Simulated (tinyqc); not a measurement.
Vacuum evaporation: vapour pressure, source flux, thickness distribution, purity and step coverage: one step, computed by the program tinyqc.

Molecular flow, unit sticking of the metal, no re-evaporation. The background gas is taken as water vapour (18.015 g/mol, collision diameter 0.37 nm) at 300 K.

Problem. Offset source and rotation. Rotating wafer, source offset by s and facing upwards: thickness at radius r is the mean over the angle a of (1 + (r^2 + s^2 - 2 r s cos a)/h^2)^(-(n + 3)/2), by 360 equal steps; non-uniformity (max - min)/(max + min) over 21 radii from 0 to R.

Inputs (values chosen for the exercise, modelled on indium, with constants for the liquid): directionality n = 2; source-to-wafer distance h = 41 cm; wafer radius R = 15 cm; source offset from the axis s/h = 0.77.

Give: centre thickness relative to an axial source; edge over centre, rotating; non-uniformity, rotating.

Solution.

centre thickness relative to an axial source = 0.3123

edge over centre, rotating = 1.044

non-uniformity, rotating = 2.164 %
